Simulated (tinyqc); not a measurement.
Worked calculation: quasiparticle equation with a plasmon-pole self-energy for two band edges. Values are carried at full precision from step to step, so a last printed digit may differ when a step is redone from the rounded ones.

For each edge E = e + X + Sc(E), with the correlation part Sc(E) = A[0]/(E - a + w) + A[1]/(E - b - w); a and b are the valence and conduction energies that enter the Green function (a = ev, b = ec in the one-shot scheme). Z = 1/(1 - dSc/dE), dSc/dE = -A[0]/(E - a + w)^2 - A[1]/(E - b - w)^2.

Values chosen for the exercise (scales of the order of those of Si; the results hold for these values, not for the real material):
```
symbol  value         unit  meaning
ev      0             eV    mean-field valence top
ec      0.59          eV    mean-field conduction edge
w       13.8          eV    pole energy
Av      (36.4, 14.2)  eV^2  weights of the valence state on the hole and electron poles
Ac      (15.2, 34.4)  eV^2  the same for the conduction state
Xv      -1.92         eV    exchange minus the mean-field potential, valence
Xc      1.86          eV    the same, conduction
```

## Linearised one-shot correction

Evaluate Sc and its slope at the mean-field energy; E = e + Z (X + Sc).

Terms:
```
edge        Sc (eV)   dSc/dE       Z  X + Sc (eV)   E (eV)
valence      1.6509  -0.2597  0.7938      -0.2691  -0.2136
conduction  -1.4365  -0.2540  0.7974       0.4235   0.9277
```

gap = 1.1414 eV
gap with Z = 1 = 1.2827 eV

The gap opens by 0.551 eV, 39 % of it by lowering the valence top. Setting Z = 1 would overshoot by 0.141 eV. X and Sc have opposite signs and are each larger than the sum they leave, so both must be converged well.

## Solving the equation for the conduction edge

Newton steps on f(E) = E - ec - Xc - Sc(E) from E = ec; the first step is the linearised result.

Iterates:
```
step   E (eV)   Sc (eV)     f (eV)
0     0.59000  -1.43646  -0.423535
1     0.92774  -1.52322   0.000962
2     0.92697  -1.52303   0.000000
3     0.92697  -1.52303   0.000000
```

The linearisation errs by +0.8 meV, as the shift is only 0.024 of the pole energy.

## All solutions for the valence state

Multiplying out gives a cubic; give its three roots and their weights Z.

roots (eV): [-16.397, -0.213, 15.280]

weights: [0.1560, 0.7913, 0.0528]

The weights add up to 1. The satellite below lies 16.18 eV from the main peak, 17 % more than w: this scheme places plasmon satellites too far out, and gives one where a cumulant form gives a series.

## Updating the energies in the Green function

Solve both equations exactly, put the results in place of a and b, and repeat five times; w is kept.

Cycles (eV):
```
cycle       Ev      Ec     gap
1      -0.2133  0.9270  1.1403
2      -0.2288  0.9651  1.1939
3      -0.2293  0.9698  1.1991
4      -0.2291  0.9705  1.1996
5      -0.2290  0.9706  1.1996
```

The update moves the gap by +59 meV from the one-shot value; each cycle shrinks the change to about 0.10 of the one before.

## Checks

- Sum of the weights of the three roots: both 1.000000.
- Newton result against the root by bisection (eV): both 0.92697.

Run: tinyqc, `OMP_NUM_THREADS=1 python tinyqc.py 1880398 1880399 out.jsonl`; Intel(R) Xeon(R) Processor @ 2.30GHz, one thread, shared host; about 0.02 s of CPU time with all checks.
